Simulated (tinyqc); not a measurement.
Inside a calculation. Model: electron continuity equation in a given potential, Scharfetter-Gummel discretisation.

Computed by the program tinyqc: `OMP_NUM_THREADS=1 python tinyqc.py 2220040 2220041 out.jsonl`, one thread of a shared Intel Xeon 2.30GHz, about 0.01 s for the whole run. Printed values are rounded.

Steady state in one dimension: J = q mu n E + q D dn/dx with E = -dpsi/dx and D = mu Vt, dJ/dx = 0, fixed densities nL and nR at the ends. The potential is given, psi = U x/L, and is not changed by the electrons.

Parameters, values chosen for the exercise; mobility close to that of indium phosphide at room temperature: temperature T = 250 K; electron mobility mu = 4950 cm^2/(V s); length of the region L = 19 um; density at x = 0 nL = 5e12 cm^-3; density at x = L nR = 7.2e13 cm^-3; potential difference psi(L) - psi(0) U = 0.22 V.

Constants: q = 1.602176634e-19 C, kB = 1.380649e-23 J/K, Vt = kB T/q. Results are converted to the units shown.

## Potential on the mesh

8 equal intervals, h = L/8; psi = U x/L.

psi, node 0 to 8 (V): [0.000000, 0.027500, 0.055000, 0.082500, 0.110000, 0.137500, 0.165000, 0.192500, 0.220000]

## Bernoulli factors

d_i = (psi_(i+1) - psi_i)/Vt; B(d) = d/(exp(d) - 1), B(0) = 1. The flux on interval i is J_i = (q D/h) [n_(i+1) B(d_i) - n_i B(-d_i)].

d_i, interval 0 to 7: [1.27650, 1.27650, 1.27650, 1.27650, 1.27650, 1.27650, 1.27650, 1.27650]
B(d_i), interval 0 to 7: [0.493988, 0.493988, 0.493988, 0.493988, 0.493988, 0.493988, 0.493988, 0.493988]
B(-d_i), interval 0 to 7: [1.77049, 1.77049, 1.77049, 1.77049, 1.77049, 1.77049, 1.77049, 1.77049]

The largest |d_i| is 1.28, below 2, so central differences would also keep densities positive.

## Tridiagonal system for the inner nodes

Row i (1 to 7): B(-d_(i-1)) n_(i-1) + b_i n_i + B(d_i) n_(i+1) = f_i with b_i = -B(-d_i) - B(d_(i-1)) and f_i = 0; the known end values are moved to the right: f_1 loses B(-d_0) nL and f_7 loses B(d_7) nR. h = L/8, D = mu Vt.

diagonal b, node 1 to 7: [-2.26447, -2.26447, -2.26447, -2.26447, -2.26447, -2.26447, -2.26447]
right side f, node 1 to 7 (cm^-3): [-8.85243e12, 0, 0, 0, 0, 0, -3.55672e13]

## Densities and current

B(d_i) and B(-d_i) are the Bernoulli factors of the potential steps, b and f the diagonal and right side. Solve B(-d_(i-1)) n_(i-1) + b_i n_i + B(d_i) n_(i+1) = f_i (end values already in f), then J_i = (q D/h) [n_(i+1) B(d_i) - n_i B(-d_i)], h = L/8, D = mu Vt.

n, node 0 to 8 (cm^-3): [5e12, 5.00636e12, 5.02915e12, 5.11083e12, 5.40360e12, 6.45288e12, 1.02136e13, 2.36921e13, 7.2e13]
J, interval 0 to 7 (A/cm^2): [-0.458924, -0.458924, -0.458924, -0.458924, -0.458924, -0.458924, -0.458924, -0.458924]

Without sources J is the same on every interval. A mesh 200 times finer gives the same densities: for a potential that is linear on each interval and no sources the scheme is exact.
